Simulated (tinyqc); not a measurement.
Punch-through p+-n junction, ionisation integral and breakdown: breakdown voltage by secant steps.

A p+ layer at x < 0 and an n drift layer from x = 0 to L on an n+ substrate. Depletion approximation, built-in voltage neglected. Local ionisation coefficients alpha_n = an exp(-(bn/E)^mx), alpha_p = ap exp(-(bp/E)^mx). Electrons move towards +x, holes towards x = 0.

W = sqrt(2 eps0 eps_r V/(q N)), peak field E0 = q N W/(eps0 eps_r), falling linearly to 0 at W; if W > L the layer is punched through: W = L, E0 = V/L + q N L/(2 eps0 eps_r), falling linearly to E1 = V/L - q N L/(2 eps0 eps_r). Grid: 12 equal steps from 0 to fr W.

G(x) = integral from 0 to x of (alpha_n - alpha_p); I_n = integral of alpha_n exp(-G) (electrons injected at x = 0), I_p = integral of alpha_p exp(G(end) - G) (holes injected at the far edge); M = 1/(1 - I). Secant steps on ln I_n(V) = 0 with the integrals on a fine grid (1500 steps), from the points V = 975 and 1120 V; stop when the step is below 1e-7 of V.

Parameters, values chosen for the exercise; material values close to those of 4H silicon carbide:
```
symbol   value   unit                                           meaning
eps_r     9.56                                    relative permittivity
an      1.72e8   1/cm  prefactor of the electron ionisation coefficient
bn      3.23e7   V/cm                      field constant for electrons
ap      3.28e8   1/cm      prefactor of the hole ionisation coefficient
bp      2.54e7   V/cm                          field constant for holes
mx           1                                                 exponent
N       7.2e15  cm^-3                  donor density of the drift layer
L            5     um                      thickness of the drift layer
V          764      V                                   reverse voltage
fr           1         share of the depleted width that the grid covers
```

Constants: q = 1.602176634e-19 C, eps0 = 8.8541878128e-14 F/cm where lengths are in cm. Results are converted to the units shown.

Course of the iteration:
```
step    V (V)       I_n  change of V (V)
1        1120  0.366944             48.5
2     1168.50   1.62266            -15.8
3     1152.71  0.955462             1.36
4     1154.07  0.998102           0.0591
5     1154.13   1.00001         -2.42e-4
6     1154.13   1.00000          4.12e-8
```

Did this iteration meet its convergence test, and what does its course show?

Yes. Breakdown at 1154.1 V, with a peak field of 2649 kV/cm and W = 5.000 um. The integral for holes reaches 1 at the same voltage.

Program tinyqc, `OMP_NUM_THREADS=1 python tinyqc.py 2120132 2120133 out.jsonl`; Intel Xeon 2.30GHz, shared host, one thread, about 0.1 s.
